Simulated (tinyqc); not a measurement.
Transmission spectrum against simple models: phonon transmission through an interface between two chains by Green functions. Computed by tinyqc, a small Python program. Command: `OMP_NUM_THREADS=1 python tinyqc.py 3007612 3007613 out.jsonl agf walk`. One thread of a shared host (Intel(R) Xeon(R) Processor @ 2.30GHz), about 0.01 s of CPU time with the checks.

Two semi-infinite chains (masses m_1, m_2; springs k_1, k_2), motion along the chain. The central region holds the end atom of each chain and three interlayer atoms of mass m_b, joined by springs k_b. lambda = omega^2 in eV/(angstrom^2 u); nu = 15.6333042 THz x sqrt(lambda).

Inputs (values chosen for the exercise, for two model chains):
```
quantity,value,unit
mass m_1,51.1,u
spring k_1,9.55,eV/angstrom^2
mass m_2,31.7,u
spring k_2,15.9,eV/angstrom^2
junction spring k_b,1.96,eV/angstrom^2
interlayer mass m_b,34.7,u
probe frequency / lower band top,0.59,-
```

Atoms in the interlayer: three.

Constants: nu for 1 eV/(angstrom^2 u) = 15.6333042 THz.

Method:
- nu_max = 15.6333042 THz x 2 sqrt(k/m); impedance Z = sqrt(k m); long-wave transmission 4 Z_1 Z_2/(Z_1 + Z_2)^2; the probe frequency is the given share of the lower band top.
- In chain i, sin(q_i a/2) = nu/nu_max,i. An outgoing wave makes the next atom move as exp(i q_i a) times the end atom, so the lead adds the self-energy Sigma_i = -k_i exp(i q_i a) to the force-constant matrix; Gamma_i = -2 Im Sigma_i = 2 k_i sin(q_i a).
- A = lambda M - K - Sigma over the central atoms, with K_ii the sum of the springs at i, K_(i,i+1) = -k_b; G = inverse of A; transmission = Gamma_1 Gamma_2 |G_(first,last)|^2.
- Long-wave value 4 Z_1 Z_2/(Z_1 + Z_2)^2. Continuum estimate, with omega = sqrt(lambda): a slab of impedance Z_b = sqrt(k_b m_b) and phase p = omega x (number of interlayer atoms) x sqrt(m_b/k_b), tau = 4 Z_1 Z_2/[(Z_1 + Z_2)^2 cos^2 p + (Z_b + Z_1 Z_2/Z_b)^2 sin^2 p].

band top of chain 1 = 13.5167 THz

band top of chain 2 = 22.1437 THz

long-wave transmission = 0.999935

Z_1 = 22.0908 sqrt(eV u)/angstrom

Z_2 = 22.4506 sqrt(eV u)/angstrom

Transmission:
```
nu/nu_top,nu (THz),Green function,long-wave value,continuum estimate
0.05,0.676,0.62520,0.99993,0.73224
0.15,2.028,0.50665,0.99993,0.42529
0.25,3.379,0.63675,0.99993,0.82046
0.35,4.731,0.45233,0.99993,0.65172
0.45,6.083,0.19273,0.99993,0.43396
0.55,7.434,0.00993,0.99993,0.90570
0.65,8.786,0.00007,0.99993,0.58370
0.75,10.138,0.00000,0.99993,0.45175
0.85,11.489,0.00000,0.99993,0.97128
0.92,12.435,0.00000,0.99993,0.68817
0.98,13.246,0.00000,0.99993,0.44667
```

What does the comparison show, and why?

The transmission starts at the impedance value 1.000 and vanishes at the lower band top, 13.52 THz, above which chain 1 has no states. It first falls below half of that value at nu/nu_top = 0.35. The continuum estimate misses by more than 0.05 from the first row on.
